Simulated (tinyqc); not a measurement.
What moves the results: quantum-confined Stark effect in a modulator well. A value that a table varies takes the place of the one given here.

Envelopes on cells of 0.5 angstrom over the well |z| < L/2 and 45 angstrom of barrier on each side, psi = 0 beyond, psi'/m continuous (mean mass between points), c = hbar^2/2m0. The electron sees + e F z and the hole - e F z, each with its offset in the barriers; 1 kV/cm = 1e-5 eV/angstrom. Light holes, band mixing and escape by tunnelling are left out.

Exciton: in-plane function exp(-rho/lam), 1/mu = 1/me + 1/mp, E(lam) = c/(mu lam^2) - (q/eps) times the integral over k of Fm(k)(1 + (k lam/2)^2)^(-3/2), Fm(k) the double integral of psi_e^2 psi_h^2 exp(-k |z - z'|), q = e^2/(4 pi eps0); binding Eb = -E at the minimum. Line at Eg + E_e + E_h - Eb, strength proportional to overlap^2/lam^2.

Constants: hbar^2/2m0 = 3.80998211 eV angstrom^2; e^2/(4 pi eps0) = 14.39964547 eV angstrom; hc = 1239.841984 eV nm.

Parameters, chosen for this exercise (near those of an InGaAs well in InAlAs; shifted at random, so the results belong to these values and not to a real crystal):

| symbol | value | unit | meaning |
|---|---|---|---|
| L | 88 | angstrom | well width |
| Vc | 0.49 | eV | conduction offset |
| Vv | 0.214 | eV | heavy-hole offset |
| me | 0.0429 | m0 | electron, well |
| meb | 0.0769 | m0 | electron, barrier |
| mh | 0.352 | m0 | heavy hole along z, well |
| mhb | 0.428 | m0 | heavy hole, barrier |
| Eg | 0.752 | eV | gap of the well |
| mp | 0.106 | m0 | heavy hole in the plane |
| eps | 13.7 |  | dielectric constant |
| Fs | (0, 31, 62, 93, 128, 165, 206) | kV/cm | fields |
| Ls | (50, 66, 84, 104, 126, 150, 170) | angstrom | widths |
| F_L | 146 | kV/cm | field for this table |
| F | 157 | kV/cm | field |

## Raising the field

All quantities anew; shifts from zero field.

Results:

| F (kV/cm) | dE_e (meV) | dE_h (meV) | Eb (meV) | line shift (meV) | overlap^2 | relative strength |
|---|---|---|---|---|---|---|
| 0 | 0.00 | 0.00 | 5.80 | 0.00 | 0.980 | 1.000 |
| 31 | -0.27 | -1.13 | 5.74 | -1.34 | 0.932 | 0.936 |
| 62 | -1.09 | -4.27 | 5.61 | -5.17 | 0.819 | 0.791 |
| 93 | -2.44 | -8.98 | 5.44 | -11.06 | 0.689 | 0.633 |
| 128 | -4.59 | -15.64 | 5.26 | -19.68 | 0.554 | 0.480 |
| 165 | -7.57 | -23.79 | 5.08 | -30.64 | 0.436 | 0.357 |
| 206 | -11.67 | -33.82 | 4.90 | -44.59 | 0.333 | 0.257 |

The line shift grows with exponent 1.95 in F at low field and 1.69 at the end, as the carriers come up against opposite walls and the dipole begins to saturate. The hole gives 81 % of the level shift in the second row and 74 % in the last. The largest shift is 7.7 times the zero-field binding, yet 85 % of the binding survives, since the walls stop the field from pulling the pair apart. Half the strength is gone between 93 and 128 kV/cm.

## Width of the well

Zero-field line, its shift at F_L and the relative strength.

Results:

| L (angstrom) | line at F = 0 (nm) | Eb (meV) | shift (meV) | relative strength | shift x strength (meV) |
|---|---|---|---|---|---|
| 50 | 1392.6 | 6.41 | -5.68 | 0.898 | 5.10 |
| 66 | 1464.1 | 6.13 | -11.71 | 0.730 | 8.55 |
| 84 | 1515.6 | 5.86 | -22.04 | 0.471 | 10.39 |
| 104 | 1552.3 | 5.59 | -37.27 | 0.230 | 8.57 |
| 126 | 1578.5 | 5.33 | -57.67 | 0.082 | 4.74 |
| 150 | 1597.4 | 5.08 | -83.46 | 0.021 | 1.72 |
| 170 | 1608.4 | 4.90 | -107.09 | 0.005 | 0.58 |

The shift grows with exponent 2.61 in L over the first two rows and 1.99 over the last two, against 4 for hard walls at second order; leakage lowers it in narrow wells and saturation in wide ones. The strength falls from 0.90 to 0.01, and the product of the two is largest at 84 angstrom.

## What each parameter does

Zero-field line, shift at F, overlap^2 and Eb at F. Each row changes one parameter from the base and keeps the others.

Results:

| case | line (nm) | shift (meV) | overlap^2 | Eb (meV) |
|---|---|---|---|---|
| base | 1524.3 | -28.13 | 0.460 | 5.12 |
| L = 78 angstrom | 1500.9 | -20.75 | 0.590 | 5.46 |
| F = 126 kV/cm | 1524.3 | -19.14 | 0.562 | 5.27 |
| Vc = 0.392 eV | 1531.1 | -29.05 | 0.444 | 5.06 |
| Vv = 0.268 eV | 1523.7 | -27.02 | 0.477 | 5.16 |
| me = 0.0493 m0 | 1532.1 | -28.21 | 0.447 | 5.45 |
| mh = 0.299 m0 | 1522.0 | -27.38 | 0.486 | 5.13 |
| eps = 12.3 | 1526.5 | -27.95 | 0.460 | 6.12 |

The largest shifts from the base row, up to three for each result and ties (the steps differ in size, so this ranks the rows, not the parameters). line (nm): L -23.4, me +7.9, Vc +6.8; unchanged at the printed digits by F. shift (meV): F +8.98, L +7.37, Vv +1.11. overlap^2: L +0.130, F +0.102, mh +0.026; unchanged at the printed digits by eps. Eb (meV): eps +1.00, L +0.34, me +0.33.

Run: tinyqc, `OMP_NUM_THREADS=1 python tinyqc.py 1280696 1280697 out.jsonl`; Intel(R) Xeon(R) Processor @ 2.30GHz, one thread, shared host; about 0.2 s of CPU time with all checks.
